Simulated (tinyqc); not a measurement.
From results back to parameters: defect, radiative and Auger recombination at equal electron and hole densities (ABC model). Four cases, with inputs chosen for the exercise.

Problem. The peak efficiency, the current at the peak and the differential lifetime there, tau_p = 1/(Ae + 2 B n_p + 3 C n_p^2), are given; Ae, B and C are hidden. n_p = sqrt(Ae/C), Q = B/sqrt(Ae C), IQE_max = Q/(Q + 2).

J/(e d) = Ae n + B n^2 + C n^3 with Ae = A + 4 S/w (four side walls, carriers spread evenly), e = 1.602176634e-19 C, lengths in cm; internal efficiency IQE = B n^2/(Ae n + B n^2 + C n^3); all injected carriers recombine in the layer.

Find: Q; Ae; n_p; B; C.

Method. Q = 2 IQE/(1 - IQE). At the peak B n = Q Ae and C n^2 = Ae, so 1/tau_p = Ae (4 + 2Q) and J = e d Ae n_p (2 + Q); B and C follow.

Case 1.

Values chosen (out of a larger set: orders of magnitude like those quoted for Ge; not measured data): d = 760 nm (active thickness).

IQE_max = 0.176672
J at the peak = 16.3689 A/cm^2
tau_p = 588.091 ns

Solution.

Q = 0.429
Ae = 3.50e+05 1/s
n_p = 1.58e+18 1/cm^3
B = 9.5e-14 cm^3/s
C = 1.4e-31 cm^6/s

Case 2.

Values chosen (out of a larger set: orders of magnitude like those quoted for InP; not measured data): d = 60 nm (active thickness).

IQE_max = 0.979272
J at the peak = 1066.01 A/cm^2
tau_p = 1.17466 ns

Solution.

Q = 94.5
Ae = 4.41e+06 1/s
n_p = 2.61e+18 1/cm^3
B = 1.6e-10 cm^3/s
C = 6.5e-31 cm^6/s

Case 3.

Values chosen (out of a larger set: orders of magnitude like those quoted for InGaAs; not measured data): d = 59 nm (active thickness).

IQE_max = 0.755897
J at the peak = 47.5410 A/cm^2
tau_p = 4.84606 ns

Solution.

Q = 6.19
Ae = 1.26e+07 1/s
n_p = 4.87e+17 1/cm^3
B = 1.6e-10 cm^3/s
C = 5.3e-29 cm^6/s

Case 4.

Values chosen (out of a larger set: orders of magnitude like those quoted for GaN; not measured data): d = 3.3 nm (active thickness).

IQE_max = 0.634296
J at the peak = 3.29947 A/cm^2
tau_p = 36.5704 ns

Solution.

Q = 3.47
Ae = 2.50e+06 1/s
n_p = 4.56e+18 1/cm^3
B = 1.9e-12 cm^3/s
C = 1.2e-31 cm^6/s

Computed by tinyqc, one run a case: `OMP_NUM_THREADS=1 python tinyqc.py N N+1 out.jsonl` with N = 1681771, 1681814, 1681822, 1681876; one thread of a shared Intel(R) Xeon(R) Processor @ 2.30GHz, about 0.01 s a run at most.
